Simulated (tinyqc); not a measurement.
Raman shift of the zone-centre optical phonon of a diamond-structure crystal under stress: one step, computed by the program tinyqc. Command: `OMP_NUM_THREADS=1 python tinyqc.py 3020622 3020623 out.jsonl ramanstress walk`. One thread of a shared host (Intel(R) Xeon(R) Processor @ 2.30GHz), about 0.01 s of CPU time with the checks.

Axes x, y, z are the cube axes. Strain shifts the threefold optical mode and can split it; p, q and r are the phonon deformation potentials.

Problem. Heating mistaken for stress. A temperature above 300 K shifts the line by (d omega/dT)(T - 300 K); divided by the shift per stress it poses as a stress; the total shift adds it to the shift of the observed line. The anti-Stokes to Stokes ratio is [(omega_L + omega_0)/(omega_L - omega_0)]^3 exp(-h c omega_0/(k_B T)) in photon counts, omega_L = 1/wavelength, resonance effects left out.

Inputs (values chosen for the exercise, modelled on silicon):
```
quantity                             value      unit
unstrained frequency omega_0         521.2      1/cm
temperature coefficient d omega/dT  -0.021  1/(cm K)
local temperature T                    330         K
laser wavelength                       488        nm
```

Stress state: hydrostatic. Axis: none.

shift per stress = -5.667528 1/(cm GPa)

shift of the observed line = -1.473557 1/cm

Constants: h = 6.62607015e-34 J s; c = 299792458 m/s; k_B = 1.380649e-23 J/K.

Give: thermal shift; apparent stress from heating; total shift; anti-Stokes/Stokes ratio.

Solution.

thermal shift = -0.63 1/cm

apparent stress from heating = 0.1112 GPa

total shift = -2.104 1/cm

anti-Stokes/Stokes ratio = 0.1201

Caution: this stress has components normal to the (001) face, so it cannot reach a free (001) surface; it can act on buried material.
